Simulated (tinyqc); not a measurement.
What moves the results: cyclotron resonance of ellipsoidal valleys, Si type. A value that a table varies takes the place of the one given here.

Valleys along [100], [010], [001] (each with its opposite partner), mass ml along the axis and mt across it. B lies in the (1-10) plane, b = (sin(theta)/sqrt2, sin(theta)/sqrt2, cos(theta)). For the angle phi between B and the axis, 1/mc^2 = cos^2(phi)/mt^2 + sin^2(phi)/(mt ml). Resonance: h nu = 2 muB B/mc, h = 2 pi hbar.

Constants: hbar = 6.58211957e-16 eV s; muB = 5.788381798e-05 eV/T.

Parameters, chosen for this exercise (near those of Si; shifted at random, so the results belong to these values and not to a real crystal): ml = 0.886 m0 (longitudinal mass); mt = 0.198 m0 (transverse mass); ths = (0, 10, 25, 35, 55, 70, 90) degrees (angles); g1 = 4.29 (Luttinger gamma1); g2 = 0.34 (gamma2); g3 = 1.44 (gamma3); theta = 29 degrees (angle of B from [001] towards [110]); nu = 24 GHz (microwave frequency).

## Rotating the field

mc against theta; [100] and [010] stay equal in this plane.

Cyclotron masses (m0):

| theta (degrees) | [100] | [001] |
|---|---|---|
| 0 | 0.4188 | 0.1980 |
| 10 | 0.4083 | 0.2004 |
| 25 | 0.3659 | 0.2133 |
| 35 | 0.3341 | 0.2295 |
| 55 | 0.2846 | 0.2861 |
| 70 | 0.2631 | 0.3532 |
| 90 | 0.2532 | 0.4188 |

What can be read from the table?

All valleys give one line at theta = 54.7 degrees, B along [111], with mc = 0.2851. The [001] pair goes from mt to sqrt(ml mt), a factor 2.12; the other four only fall from sqrt(ml mt) to 0.2532, since their angle to B never drops below 45 degrees.

## Heavy and light holes (cyclotron masses of warped hole bands)

E = c k^2 f(n) with f = g1 -/+ 2 sqrt(g2^2 + 3 (g3^2 - g2^2)(nx^2 ny^2 + ny^2 nz^2 + nz^2 nx^2)). For the orbit through k = 0 perpendicular to b = (sin(theta)/sqrt2, sin(theta)/sqrt2, cos(theta)), mc is the mean of 1/f over the directions n in that plane (180 evenly spaced angles). Quantum effects of the lowest levels are left out.

Cyclotron masses (m0):

| theta (degrees) | heavy | light |
|---|---|---|
| 0 | 0.4152 | 0.1679 |
| 10 | 0.4281 | 0.1650 |
| 25 | 0.4838 | 0.1560 |
| 35 | 0.5269 | 0.1510 |
| 55 | 0.5641 | 0.1469 |
| 70 | 0.5540 | 0.1492 |
| 90 | 0.5408 | 0.1544 |

What can be read from the table?

The heavy mass varies by 36 % over the table, with its largest listed value at 55 degrees ([111] lies at 54.7) and its smallest at 0; the light mass varies by 14.3 %. The warping term enters both with the same size, but it is set against a small inverse mass in one and a large one in the other (along [111], g1 - 2 g3 = 1.41 and g1 + 2 g3 = 7.17).

## What each parameter does

Resonance fields B = h nu mc/(2 muB) of the valleys [100] and [001]. Each row changes one parameter from the base and keeps the others.

Results:

| case | [100] (T) | [001] (T) |
|---|---|---|
| base | 0.3026 | 0.1878 |
| ml = 1.019 m0 | 0.3158 | 0.1885 |
| mt = 0.218 m0 | 0.3231 | 0.2061 |
| theta = 33 degrees | 0.2917 | 0.1935 |
| nu = 26.4 GHz | 0.3329 | 0.2065 |

What does this show?

The largest shifts from the base row, up to three for each result and ties (the steps differ in size, so this ranks the rows, not the parameters). [100] (T): nu +0.0303, mt +0.0205, ml +0.0132. [001] (T): nu +0.0188, mt +0.0183, theta +0.0057.

tinyqc: `OMP_NUM_THREADS=1 python tinyqc.py 1281688 1281689 out.jsonl`; about 0.01 s, one thread, shared Intel(R) Xeon(R) Processor @ 2.30GHz.
